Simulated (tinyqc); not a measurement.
Narrowing from the saturation current.

Inverse problem. A uniform n-type emitter has J0 = (q p0 D/L)(s + tanh(W/L))/(1 + s tanh(W/L)), D = mup Vt, s = S L/D, and p0 = (ni^2/N) exp(dE_app/kB T), where dE_app = dEg + kB T ln[(N/Nc) exp(-eta)]. Find p0, dE_app and dEg.

Values chosen for this exercise; band and dielectric values close to those of silicon:
- T = 250 K (temperature)
- Nc = 2.15e19 cm^-3 (conduction-band density of states at 250 K)
- N = 4.1e19 cm^-3 (ionised donor density)
- mup = 250 cm^2/(V s) (minority-hole mobility)
- W = 630 nm (emitter width)
- S = 6600 cm/s (recombination velocity at the contact)

Constants: q = 1.602176634e-19 C, kB = 1.380649e-23 J/K, Vt = kB T/q. Results are converted to the units shown.

J0 = 0.073721749 fA/cm^2
L = 984.84586 nm
ni = 1.3607821e8 cm^-3
converged eta = 1.3027089

Solution. J0 gives p0, its ratio to ni^2/N gives dE_app, and the degeneracy term is taken off.

p0 = 0.01311 cm^-3
dE_app = 72.57 meV
dEg = 86.73 meV

Numbers from tinyqc (`OMP_NUM_THREADS=1 python tinyqc.py 2330034 2330035 out.jsonl`; about 0.01 s on one thread of a shared Intel Xeon 2.30GHz).
